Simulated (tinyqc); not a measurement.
Out-diffusion of a doped substrate or buried layer into a growing epitaxial film: one step, computed by the program tinyqc.

x is counted from the original substrate surface into the film, whose surface moves as x = v t. Substrate dopant has one diffusivity; the dopant of the film is taken as uniform.

Problem. Transition width. After growth and the later budget: l2 = 2 sqrt(D t + (Dt)2); C(x) = (C_s/2) erfc(x/l2) + share x C_s exp(-x/decay length) for x > 0 (autodoping taken as unchanged by the later budget). The transition x_t solves C(x) = C_e, where the total doping is twice the intended value. Usable film = d - x_t. Also give x_t for the erfc term alone, after growth and after the later budget.

Inputs (values chosen for the exercise, modelled on arsenic in silicon):
```
quantity                                            value    unit
substrate concentration C_s                       6.9e+18  1/cm^3
film doping C_e                                   4.9e+15  1/cm^3
film thickness d                                      3.4      um
growth temperature T                                  950       C
autodoping level at the start, as a share of C_s    3e-05       -
decay length of autodoping                           0.74      um
later thermal budget (Dt)2                        3.4e-12    cm^2
```

Film doping: same type as the substrate.

length l = 0.005319733 um

Give: length l2; x_t after growth, erfc alone; x_t after the later budget, erfc alone; x_t with autodoping; usable film.

Solution.

length l2 = 0.03726 um

x_t after growth, erfc alone = 0.01200 um

x_t after the later budget, erfc alone = 0.08406 um

x_t with autodoping = 0.08435 um

usable film = 3.316 um

Solid-state diffusion sets the transition. The later budget is 48 times that of the growth. Caution: the substrate doping is comparable to or above the intrinsic density at growth temperature, so the diffusivity may be higher on that side.
